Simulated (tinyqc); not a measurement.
Kinetic against equilibrium segregation over temperature: surface segregation during layer-by-layer epitaxy: two-layer exchange kinetics and the shape of quantum wells and delta layers. Computed by tinyqc, a small Python program. Command: `OMP_NUM_THREADS=1 python tinyqc.py 3017344 3017345 out.jsonl mbeseg walk`. One thread of a shared host (Intel(R) Xeon(R) Processor @ 2.30GHz), about 0.01 s of CPU time with the checks.

Atoms A and B exchange only between the growing layer and the one below it. B is supplied for N layers, then pure A follows.

Inputs (values chosen for the exercise, close to those used for gallium in AlAs):
```
quantity                                   value      unit
barrier E1 for B to move up                 1.93        eV
segregation energy E_s                       0.1        eV
attempt frequency nu                          10       THz
growth rate G                               0.13  layers/s
share x0 of B in the flux during the well    0.5         -
layers in the well N                          10         -
layer thickness                             2.83  angstrom
temperature T                                640         C
```

Constants: k_B = 8.617333262e-05 eV/K.

Method:
- p1 = nu exp(-E1/(k_B T)) (B up, A down), p2 = nu exp(-(E1 + E_s)/(k_B T)) (B down); time per layer tau = 1/G; K = p1/p2.
- Temperatures in kelvin are T(C) + 273.15.
- Each layer is deposited complete with B share x_dep and then exchanges for the time tau = 1/G with the layer below, whose share is b (total c = s + b fixed): ds/dt = p1 b (1 - s) - p2 s (1 - b), s(0) = x_dep. With the roots s1 < s2 of the right side, (s - s1)/(s - s2) = [(s(0) - s1)/(s(0) - s2)] exp(-(p1 - p2)(s2 - s1) tau). The lower layer is then buried with c - s, and s becomes the b of the next layer.
- In the dilute tail each layer passes up the share R = R_eq (1 - exp(-(p1 + p2) tau)); decay length = -layer thickness/ln R.
- R_eq = K/(1 + K).

Segregation:
```
T (C)      p1 tau     R_eq        R  decay length (angstrom)  peak share
520    4.1936e+01  0.81201  0.81201                   13.590     0.49983
560    1.6269e+02  0.80105  0.80105                   12.757     0.49981
600    5.5743e+02  0.79068  0.79068                   12.050     0.49978
640    1.7146e+03  0.78088  0.78088                   11.442     0.49975
680    4.7994e+03  0.77162  0.77162                   10.916     0.49973
720    1.2365e+04  0.76287  0.76287                   10.455     0.49970
760    2.9606e+04  0.75458  0.75458                   10.050     0.49968
800    6.6420e+04  0.74675  0.74675                    9.691     0.49966
```

What does the comparison show, and why?

The decay length falls in every row: the layers are in equilibrium and K = exp(E_s/(k_B T)) falls with T. Caution: in the hottest rows B can desorb, which is left out.

Extremes, crossings and ranges named in words are read from the listed rows.
